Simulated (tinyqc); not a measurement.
Input admittance of a MOSFET at zero drain bias: distributed channel and distributed gate: one step of the calculation.

Source and drain grounded, strong inversion, w = 2 pi f, Cox = eps0 eox/tox. The channel is an RC line of resistance 1/(mu Cox Vo) per square fed from both ends, so one finger has the intrinsic admittance y = i w Cox L tanh(g)/g per width, g = (1/2) sqrt(i w tau), tau = L^2/(mu Vo). The vertical resistance rv/L is in series with y, the overlaps 2 i w Cov in parallel: y_t = 1/(1/y + rv/L) + 2 i w Cov. The gate strip is a line of Rsh/L per length loaded by y_t, so a finger has Y = y_t Wf tanh(k)/k, k = (Wf/sd) sqrt(y_t Rsh/L); the device has Nf Y.

Problem. Low-frequency resistances and capacitance. Low-frequency limits, with c = Cox L and ct = c + 2 Cov: R_strip = Rsh Wf/(3 sd^2 L Nf), R_ch = (c/ct)^2 L/(12 mu Cox Vo Wf Nf), R_vert = (c/ct)^2 rv/(L Wf Nf), C = ct Wf Nf.

Parameters, values chosen for the exercise; values of the order met in silicon radio-frequency transistors: relative permittivity of the gate insulator (close to zirconium oxide) eox = 25.7; insulator thickness tox = 16 nm; channel length L = 0.1 um; finger width Wf = 0.64 um; number of fingers Nf = 32; channel mobility mu = 110 cm^2/(V s); gate overdrive Vo = 0.53 V; sheet resistance of the gate Rsh = 3.3 ohm/square; vertical resistivity of the gate stack rv = 0 ohm um^2; number of ends at which a finger is contacted sd = 1; overlap and fringe capacitance on each side Cov = 0.35 fF/um.

Constants: eps0 = 8.8541878128e-14 F/cm where lengths are in cm. Results are converted to the units shown.

Give: parts; sum; C; 1/(2 pi R C).

Solution.

parts (ohm): strip 0.2200, channel 2.204, vertical 0
sum = 2.424 ohm
C = 43.46 fF
1/(2 pi R C) = 1511 GHz

The channel term is the largest, 90.9 % of the sum.

Computed by the program tinyqc: `OMP_NUM_THREADS=1 python tinyqc.py 2262209 2262210 out.jsonl`, one thread of a shared Intel Xeon 2.30GHz, about 0.01 s for the whole run.
